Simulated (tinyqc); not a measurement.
Lateral field, substrate current, probability of reaching the oxide barrier and hot-carrier lifetime of a silicon transistor (pseudo-two-dimensional and lucky-electron models). Changing the channel length L. Computed by tinyqc, a small Python program. Command: `OMP_NUM_THREADS=1 python tinyqc.py 3022784 3022785 out.jsonl hotcar sweep`. One thread of a shared host (Intel(R) Xeon(R) Processor @ 2.30GHz), about 0.01 s of CPU time with the checks.

Local-field models: a lucky carrier gains its energy at the peak field over a path free of collisions. Voltages are magnitudes.

Inputs (values chosen for the exercise, modelled on a silicon p-channel):
```
quantity,value,unit
oxide thickness t,7.5,nm
junction depth x_j,130,nm
mobility mu,120,cm^2/(V s)
saturation velocity v_s,0.73,1e7 cm/s
threshold voltage V_T,0.62,V
gate voltage V_G,2.2,V
drain voltage V_D,4.5,V
ionisation prefactor A_i,9e+06,1/cm
ionisation field B_i,3.74,MV/cm
hot-carrier mean free path lambda,4.7,nm
oxide barrier phi_b,4.6,eV
interface-trap threshold phi_it,4.6,eV
lifetime constant H,1000,s microampere/micrometre
```

Drain: abrupt.

Constants: eps_0 = 8.8541878128e-12 F/m.

Method:
- C_ox = 3.9 eps_0/t; F_sat = 2 v_s/mu; V_Dsat = V_ov F_sat L/(V_ov + F_sat L), V_ov = V_G - V_T; I_D/W = C_ox v_s (V_ov - V_Dsat).
- Scale length l = 0.22 t^(1/3) x_j^(1/2) (all in cm); F_m = sqrt(((V_D - V_Dsat)/l_e)^2 + F_sat^2), with l_e = l; length of the velocity-saturated region l_e ln((V_D - V_Dsat)/(l_e F_sat) + F_m/F_sat).
- Substrate current I_sub/I_D = (A_i/B_i)(V_D - V_Dsat) exp(-B_i/F_m); probability of reaching the oxide barrier exp(-phi_b/(e lambda F_m)); lifetime tau = (H/(I_D/W)) exp(phi_it/(e lambda F_m)).

One run for each value:
```
channel length L (nm),substrate current I_sub/W (microampere/micrometre),peak field F_m (kV/cm),V_Dsat (V),lifetime tau (s)
210,1.028,503.8,0.976,1.345e+09
310,0.576,485.4,1.114,3.645e+09
440,0.341,471.1,1.220,8.701e+09
620,0.206,459.5,1.306,1.932e+10
880,0.126,450.1,1.377,4.063e+10
1300,0.075,442.1,1.437,8.513e+10
1800,0.050,437.2,1.474,1.477e+11
```

Over the rows, substrate current I_sub/W (microampere/micrometre) falls from 1.03 to 0.0501 (exponent d ln y / d ln x -1.5 between the first rows and -1.3 between the last); peak field F_m (kV/cm) falls from 504 to 437 (exponent d ln y / d ln x -0.096 between the first rows and -0.035 between the last); V_Dsat (V) rises from 0.976 to 1.47 (exponent d ln y / d ln x 0.34 between the first rows and 0.079 between the last). At fixed t and x_j a shorter channel lowers V_Dsat, leaving more voltage for the pinch-off region, and carries more current. Left out: 150 (the saturated region would fill the channel).

Caution (all rows): the empirical formula for l was fitted to oxides of about 15 nm or more; for thinner ones it is an extrapolation. Caution (rows 210): the saturated region fills most of the channel, so the split into two regions is rough. Caution (all rows): e V_D is below phi_b or phi_it, so the available energy, not the field, limits hot carriers, and the lucky-electron formulas overstate them.

Extremes, crossings and ranges named in words are read from the listed rows.
